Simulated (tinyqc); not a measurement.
Poole-Frenkel parameters from three currents.

Question. Poole-Frenkel conduction in an insulator follows J = s0 F exp[-(pt - sqrt(q F/(pi eps0 ei)))/Vt], Vt = kB T/q, F in V/cm. Find ei, pt and s0.

Constants: q = 1.602176634e-19 C, kB = 1.380649e-23 J/K, eps0 = 8.8541878128e-14 F/cm where lengths are in cm. Results are converted to the units shown.

J at (1.12 MV/cm, 350 K), (4.5 MV/cm, 350 K) and (4.5 MV/cm, 400 K) (A/cm^2): 1.5288242e-8  0.036378196  0.24480622

Solution. The two fields give the lowering coefficient and so ei; the two temperatures give the lowered barrier, to which the lowering is added back.

ei = 4.05
pt = 1.26 eV
s0 = 0.0340 S/cm

Program tinyqc, `OMP_NUM_THREADS=1 python tinyqc.py 2370046 2370047 out.jsonl`; Intel Xeon 2.30GHz, shared host, one thread, about 0.01 s.
